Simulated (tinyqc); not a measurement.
## Via and link resistance from two via chains

Question. A chain of 1000 vias joined by 1000 metal links has R = 1000 (Rv + Rlink), with Rlink proportional to the link length. Find Rv, Rlink for length L, and the value of Rv that the short chain would give if the links were ignored.

resistance of chains of 1000 links with link lengths L and 3 L (ohm): 53600  72800

Solution. R per link is a straight line in the link length; its intercept at zero length is Rv.

Rv = 44.0 ohm
Rlink = 9.60 ohm
Rv without correction = 53.6 ohm

Numbers from tinyqc (`OMP_NUM_THREADS=1 python tinyqc.py 2750037 2750038 out.jsonl`; about 0.01 s on one thread of a shared Intel Xeon 2.30GHz).
